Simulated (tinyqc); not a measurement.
# Changing the natural width Gamma_0

Model: Raman line shape of confined optical phonons and breathing modes of small crystals. Computed by tinyqc, a small Python program. Command: `OMP_NUM_THREADS=1 python tinyqc.py 3016149 3016150 out.jsonl confine sweep`. One thread of a shared host (Intel(R) Xeon(R) Processor @ 2.30GHz), about 0.03 s of CPU time with the checks.

Confinement in 3 direction(s) lets phonons with q away from zero scatter light. q is in units of 2 pi/a, from 0 to 1, and the branch is isotropic: omega(q)^2 = (omega_0^2 + omega_X^2)/2 + ((omega_0^2 - omega_X^2)/2) cos(pi q). The model and its constant beta are phenomenological; beta = 8 is the common choice.

Inputs (values chosen for the exercise, modelled on silicon):

| quantity | value | unit |
|---|---|---|
| bulk frequency omega_0 | 521.1 | 1/cm |
| frequency at the zone boundary omega_X | 404 | 1/cm |
| lattice constant a | 5.431 | angstrom |
| size L | 9 | nm |
| confinement constant beta | 4 | - |
| probe offset omega - omega_0 | -11 | 1/cm |

Shape: sphere.

Method:
- Weight W(q) = q^2 exp(-(2 L q/a)^2/(2 beta)) dq, that is exp(-k^2 L^2/(2 beta pi^2)) for k = 2 pi q/a.
- I(omega) = int W(q) / [(omega - omega(q))^2 + (Gamma_0/2)^2] dq / int W dq x (Gamma_0/2)^2, by 400 Gauss-Legendre points on 0 < q < min(1, 2.5 a sqrt(2 beta)/L).
- Bulk Lorentzian 1/(1 + (2 offset/Gamma)^2); mean shift = weighted mean of omega(q) less the bulk frequency.
- The peak is the maximum of I; the width is taken between the half-maximum points, and the asymmetry is the low-side half-width over the high-side one.

One run for each value:

| natural width Gamma_0 (1/cm) | peak shift (1/cm) | asymmetry | full width (1/cm) | mean shift, from the weights (1/cm) |
|---|---|---|---|---|
| 0.8 | -1.2413 | 2.3425 | 3.9400 | -2.772 |
| 1.2 | -1.3546 | 2.1180 | 4.2626 | -2.772 |
| 1.8 | -1.4966 | 1.8778 | 4.7561 | -2.772 |
| 2.7 | -1.6666 | 1.6454 | 5.5085 | -2.772 |
| 4.1 | -1.8649 | 1.4356 | 6.6993 | -2.772 |
| 6.2 | -2.0721 | 1.2705 | 8.5238 | -2.772 |
| 9.3 | -2.2685 | 1.1534 | 11.2880 | -2.772 |
| 14.0 | -2.4412 | 1.0768 | 15.6040 | -2.772 |

Over the rows, peak shift (1/cm) falls from -1.24 to -2.44 (exponent d ln y / d ln x 0.22 between the first rows and 0.18 between the last); asymmetry falls from 2.34 to 1.08 (exponent d ln y / d ln x -0.25 between the first rows and -0.17 between the last); full width (1/cm) rises from 3.94 to 15.6 (exponent d ln y / d ln x 0.19 between the first rows and 0.79 between the last). A broad natural line averages over the spread of omega(q): the peak moves towards the mean shift and the asymmetry fades.

Extremes, crossings and ranges named in words are read from the listed rows.
